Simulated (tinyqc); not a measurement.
Worked calculation: finite-size error of a charged defect in a periodic cell: Madelung and Makov-Payne terms. Computed by tinyqc, a small Python program that keeps every step. Command: `OMP_NUM_THREADS=1 python tinyqc.py 3004898 3004899 out.jsonl imagecharge walk`. One thread of a shared host (Intel(R) Xeon(R) Processor @ 2.30GHz), about 0.02 s of CPU time with the checks. Intermediate numbers are printed to about 6 digits and carried at full precision; extremes and crossings named in words are read from the listed rows.

L is the cube root of the cell volume. The defect charge is a Gaussian, rho(r) = q (2 pi sigma^2)^(-3/2) exp(-r^2/2 sigma^2), repeated periodically in a uniform neutralising background and screened by a continuum. The model cell energy is E(L) = E_0 + [periodic - isolated electrostatic energy].

Inputs (values chosen for the exercise, with screening close to that of beta-Ga2O3): charge q = -1 e; cell length L = 14.8 angstrom; dielectric constant eps = 10.5; width sigma of the defect charge = 1.9 angstrom; formation energy of the isolated defect E_0 = 1.844 eV.

Supercell lattice: sc. Screening: isotropic.

scatter added to the six cells, standing for numerical noise (meV): [-11, 3, -4.4, -13, 12, -11]

Constants: e^2/(4 pi eps_0) = 14.39964548 eV angstrom.

## The cell

Cell vectors: (1,0,0), (0,1,0), (0,0,1), scaled to volume L^3.

cell vectors (rows) (angstrom):
$$\begin{pmatrix}
14.8 & 0.0 & 0.0 \\
0.0 & 14.8 & 0.0 \\
0.0 & 0.0 & 14.8
\end{pmatrix}$$

nearest image = 14.8 angstrom

## Madelung energy

Ewald sum for a unit point charge: scale each Cartesian component of the cell by 1/sqrt(eps_i), giving R', G' and V'; E = [ (1/2) sum erfc(eta R')/R' + (2 pi/V') sum exp(-G'^2/4 eta^2)/G'^2 - eta/sqrt(pi) - pi/(2 V' eta^2) ] e^2/(4 pi eps_0) / sqrt(eps_x eps_y eps_z), over n_i = -6..6, omitting n = (0,0,0), eta = 2/V'^(1/3). alpha = -2 E eps_g L/(e^2/(4 pi eps_0)), eps_g = (eps_x eps_y eps_z)^(1/3).

terms for a unit charge (eV): real space 0.001325, reciprocal 0.008166, self -0.104558, background -0.036388

Madelung constant alpha = 2.83730

point-charge correction -q^2 E = 0.131455 eV

## Energy of the smeared charge in the cell

Periodic energy of the Gaussian: (2 pi q^2/V) sum_(G != 0) exp(-sigma^2 G^2)/(G.eps.G) x e^2/(4 pi eps_0), n_i = -k..k with k = max(9, L/sigma rounded up). Isolated energy: q^2/(2 sqrt(pi) sigma) <1/(n.eps.n)> e^2/(4 pi eps_0), the mean over directions n, here 1/eps.

periodic energy = 0.0817531 eV

isolated energy = 0.203612 eV

finite-size error = -0.121859 eV

E(L) = 1.72214 eV

## Makov-Payne correction

Second radial moment Q = q <r^2> = 3 q sigma^2; E(corrected) = E(L) + q^2 alpha e^2/(4 pi eps_0)/(2 eps L) - 2 pi q Q e^2/(4 pi eps_0)/(3 eps L^3). Errors left are the corrected energies less E_0.

Q = -10.83 e angstrom^2

third-order term = -0.00959543 eV

error left after the first term = 0.00959542 eV

error left after both terms = 0 eV

third-order over first-order term, in size = 0.0729943

The point-charge term alone overcorrects by 0.00960 eV, 7 % of itself; both terms together are exact to 1e-7 eV, since the clouds do not overlap.

## A series of cells

Cells of the same shape with L scaled by 0.7, 0.85, 1, 1.25, 1.5 and 2; the scatter is added to E(L). The point-charge correction scales as 1/L from its value at the input L.

Scaling data:
```
L (angstrom)  1/L (1/angstrom)  E(L) (eV)  E(L) + point-charge correction (eV)
10.36                0.0965251    1.67314                              1.86093
12.58                0.0794913    1.70797                              1.86262
14.80                0.0675676    1.71774                              1.84920
18.50                0.0540541    1.73075                              1.83591
22.20                0.0450450    1.77121                              1.85884
29.60                0.0337838    1.76847                              1.83420
```

## Ways to reach the isolated limit

Least-squares fits of E(L) to a + b/L, a + c/L^3 or a + b/L + c/L^3; the estimate is a, and errors are against E_0.

Estimates of E_0:
```
way                              estimate (eV)  error (meV)
largest cell, uncorrected              1.76847      -75.528
largest cell, point-charge term        1.83420       -9.801
1/L fit, three smallest                1.82749      -16.511
1/L fit, all six                       1.82680      -17.200
1/L^3 fit, all six                     1.76435      -79.652
1/L and 1/L^3, three smallest          1.63585     -208.146
1/L and 1/L^3, all six                 1.82379      -20.212
corrected data, 1/L^3 fit              1.84184       -2.159
```

coefficient b of the full fit = -1.49229 eV angstrom

Best here: corrected data, 1/L^3 fit (-2.2 meV); worst: 1/L and 1/L^3, three smallest (-208 meV). The fitted b is 76.7 % of the Madelung value -q^2 alpha e^2/(8 pi eps_0 eps_g).

Checks made by the program: the same sum with another eta (relative difference below 1e-10); both terms against the exact model when the clouds do not overlap (relative difference below 1e-10).
